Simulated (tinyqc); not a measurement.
## Crystallisation kinetics and data retention of a phase-change cell: retention against temperature

Johnson-Mehl-Avrami-Kolmogorov law X = 1 - exp(-y^n), y = integral of k dt, k = (1/100 s) exp[-(Ec q/kB)(1/T - 1/T1)].

At fixed T the state fails at t = (-ln(1 - Xf))^(1/n)/k; ten years are 3.15576e8 s.

Parameters, values chosen for the exercise; values of the order of Ge-Sb-Te and related chalcogenides:
```
symbol  value  unit                                       meaning
Ec       2.75    eV          activation energy of crystallisation
T1        447     K  temperature at which the rate k is 1/(100 s)
n           2                                     Avrami exponent
Xf        0.2        crystalline share at which the state is lost
```

Constants: q = 1.602176634e-19 C, kB = 1.380649e-23 J/K. Results are converted to the units shown.

Retention against temperature:
```
T (K)     k (1/s)  time to fail (s)
341    2.3013e-12         2.0527e11
357    1.5259e-10          3.0958e9
373     7.0600e-9          6.6909e7
388     1.9287e-7          2.4492e6
404     5.0110e-6             94268
420     1.0158e-4            4650.4
436     0.0016510            286.11
451      0.018836            25.078
467       0.21274            2.2204
```

Read the table: what changes, and by how much?

The time to fail falls from 2.05e11 to 2.22 s, a decade every 8.78 K at the cold end; ten years need T below 366.4 K.

Range of the model: One Arrhenius rate is assumed; incubation, growth from the boundary and the non-Arrhenius kinetics of the supercooled liquid are left out.

Numbers from tinyqc (`OMP_NUM_THREADS=1 python tinyqc.py 2490021 2490022 out.jsonl`; about 0.02 s on one thread of a shared Intel Xeon 2.30GHz).
